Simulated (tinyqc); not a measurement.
CCD on RHF in the cc-pvdz basis, for He, spin multiplicity 1, step by step. One step of it, computed by the program tinyqc.

Task: CCD: starting amplitudes. t_ij^ab = <ij||ab> / (e_i + e_j - e_a - e_b), whose energy is MP2.

orbital energies (hartree): MO1 -0.914148, MO2 1.397442, MO3 2.524372, MO4 2.524372, MO5 2.524372

Two-electron integrals over orbitals (pq|rs), unique and non-zero (hartree):
```
(11|11) 1.026865    (21|11) -0.316447   (21|21) 0.227505    (22|11) 0.857592
(22|21) -0.255195   (22|22) 0.765495    (31|31) 0.183149    (32|31) -0.025386
(32|32) 0.028529    (33|11) 0.961262    (33|21) -0.230485   (33|22) 0.774953
(33|33) 1.040531    (41|41) 0.183149    (42|41) -0.025386   (42|42) 0.028529
(43|43) 0.063706    (44|11) 0.961262    (44|21) -0.230485   (44|22) 0.774953
(44|33) 0.913119    (44|44) 1.040531    (51|51) 0.183149    (52|51) -0.025386
(52|52) 0.028529    (53|53) 0.063706    (54|54) 0.063706    (55|11) 0.961262
(55|21) -0.230485   (55|22) 0.774953    (55|33) 0.913119    (55|44) 0.913119
(55|55) 1.040531
```

Give: Starting amplitudes; correlation energy.

Result:

Starting amplitudes (spin orbitals 1a, 1b, ...; amplitudes related by a flip of all spins are not repeated):
```
from      to        t
1a 1b  2a 2b  -0.0492
1a 1b  3a 3b  -0.0266
1a 1b  4a 4b  -0.0266
1a 1b  5a 5b  -0.0266
```

correlation energy = -0.025828 hartree
